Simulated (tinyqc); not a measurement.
Two-sublattice mean-field magnet: ferrimagnet, compensation points and susceptibility: one step, computed by the program tinyqc.

A random alloy A(1-x)B(x) with H = -sum over pairs J S_i.S_j. a = <S_A> and b = <S_B> are taken along z, a > 0. Exchange fields: h_A = (1 - x) zJ_AA a + x zJ_AB b, h_B = (1 - x) zJ_AB a + x zJ_BB b; a = S_A B_(S_A)(S_A h_A/(k_B T)) and likewise for b, with the Brillouin function B_S(y) = [(2S + 1)/(2S)] coth[(2S + 1) y/(2S)] - [1/(2S)] coth[y/(2S)].

Problem. Ordering temperature. Linearised, T (a, b) = M (a, b) with M_ij = S_i (S_i + 1) c_j zJ_ij/(3 k_B), c_A = 1 - x, c_B = x. T_c is the larger eigenvalue, and its eigenvector gives b/a at onset, (T_c - M_AA)/M_AB.

Inputs (values chosen for the exercise, for a model ferrimagnet): spin S_A = 1; spin S_B = 2.5; fraction x of B sites = 0.18; z J_AA = 89.6 meV; z J_BB = 9.4 meV; z J_AB = -19 meV; T over T_c = 0.51.

Constants: k_B = 8.617333262e-05 eV/K.

Give: M; eigenvalues; T_c; b/a at onset; T.

Solution.

M (K), rows A, B:
```
[[568.4, -26.5],
 [-527.3, 57.3]]
```

eigenvalues (K): [31.3, 594.4]

T_c = 594.4 K

b/a at onset = -0.9818

T = 303.1 K

The antiferromagnetic A-B coupling raises T_c by 26 K over that of A alone.
